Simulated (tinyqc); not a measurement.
Weakening the contact bond: metal-induced gap states at the contact of a metal chain and a two-band chain.

The semiconductor alternates sites A at -Eg/2 and C at +Eg/2 with hopping -t; the gap runs from -Eg/2 to Eg/2. In the gap cosh(q a) = 1 + (Eg^2/4 - E^2)/(2 t^2) and the amplitude changes by -exp(-q a) a period. The metal has site energy 0 and hopping -tm; its end site has g_m = (E - i sqrt(4 tm^2 - E^2))/(2 tm^2). Sites 1, 2, ... count into the semiconductor, with energies e1, e2 alternating. The clean half chain has g1 = 1/(E - e1 - t^2 g2), g2 = 1/(E - e2 - t^2 g1), decaying root. With the contact G11 = 1/(1/g1 - tc^2 g_m), and the density on site j is -Im G_jj/pi = |psi_j/psi_1|^2 (-Im G11/pi), per spin, with psi_2/psi_1 = -t g2, psi_3/psi_2 = -t g1.

Constants: e^2/(4 pi eps0) = 14.39964547 eV angstrom.

Inputs chosen for the exercise (gap and optical dielectric constant near those of Ge; the chain itself is a model; shifted at random, so the results belong to these values and not to a real crystal):

| symbol | value | unit | meaning |
|---|---|---|---|
| Eg | 0.63 | eV | gap |
| t | 2.86 | eV | hopping in the semiconductor |
| tm | 3.49 | eV | hopping in the metal |
| end | C |  | site that touches the metal |
| a | 4 | angstrom | period (two sites); one chain for each area a^2 |
| eps | 15.3 |  | dielectric constant |
| E | -0.11 | eV | energy from mid-gap |

At the given E, tc is varied, as by a thin spacer. xi = 1/(2q), N = 2 (summed density)/a^2, S = 1/(1 + 4 pi e^2 N xi/eps) with xi and eps kept.

Against tc:

| tc (eV) | D1 (1/eV) | summed density (1/eV) | S |
|---|---|---|---|
| 0.10 | 0.00005 | 0.00075 | 0.9790 |
| 0.25 | 0.00030 | 0.00467 | 0.8820 |
| 0.50 | 0.00121 | 0.01867 | 0.6514 |
| 0.80 | 0.00310 | 0.04777 | 0.4221 |
| 1.20 | 0.00694 | 0.10688 | 0.2461 |
| 1.80 | 0.01512 | 0.23284 | 0.1303 |
| 2.50 | 0.02619 | 0.40318 | 0.0796 |
| 3.50 | 0.03646 | 0.56127 | 0.0585 |

For a weak bond the density goes as tc^2 (ratio 6.25 between 0.25 and 0.1 eV, against 6.25). It is largest at tc = 3.5 eV among these rows, the end of the table; the peak may lie just before or beyond it. S is 0.979 at 0.1 eV and has its least value, 0.059, in that row.

Run: tinyqc, `OMP_NUM_THREADS=1 python tinyqc.py 1452015 1452016 out.jsonl`; Intel(R) Xeon(R) Processor @ 2.30GHz, one thread, shared host; about 0.01 s of CPU time with all checks.
